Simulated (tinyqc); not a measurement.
Potential-pH (Pourbaix) lines of a metal, its cation, its oxide and an oxyanion, with a complexing ligand: one step, computed by the program tinyqc.

Potentials are against the standard hydrogen electrode; solids and water have unit activity; dG_f of M, H+ and the electron is zero; F = e N_A and s = R T ln(10)/F. The cation carries z = 2.

Problem. The stable species at (pH, E). M2+ + 2e = M; MO + 2H+ + 2e = M + H2O; MO2(2-) + 4H+ + 2e = M + 2H2O. For each, E0 = -dG/(z F), and E = E0 + (s/z) log10 a - (s n_H/z) pH, with no activity term for the oxide. The metal is stable below the lowest of the three lines; above it, the species of the lowest line is stable. Water lines at 1 bar: hydrogen E = -s pH, oxygen E = -dG_f(water)/(2F) - s pH.

Inputs (values chosen for the exercise, modelled on nickel):
```
quantity                             value    unit
dG_f of water                      -237.14  kJ/mol
temperature T                       298.15       K
log10 of the dissolved activity a       -2       -
pH                                     3.7       -
potential E                           0.47       V
```

Species: M, M2+, MO, MO2(2-).

E0 (V): cation -0.2379636, oxide 0.1372748, oxyanion 0.9521136

s = 0.05915935 V

Constants: e = 1.602176634e-19 C; N_A = 6.02214076e+23 1/mol.

Give: lines at this pH; upper limit of immunity; hydrogen line; oxygen line; E above the limit of immunity.

Solution.

lines at this pH (V): cation -0.29712, oxide -0.08161, oxyanion 0.45518

upper limit of immunity = -0.29712 V

hydrogen line = -0.21889 V

oxygen line = 1.0100 V

E above the limit of immunity = 0.76712 V

Stable here: the cation (corrosion). Water itself can oxidise the metal at this pH. Caution: other oxidation states, hydroxides and hydrides are left out, and the lines say nothing of rates.
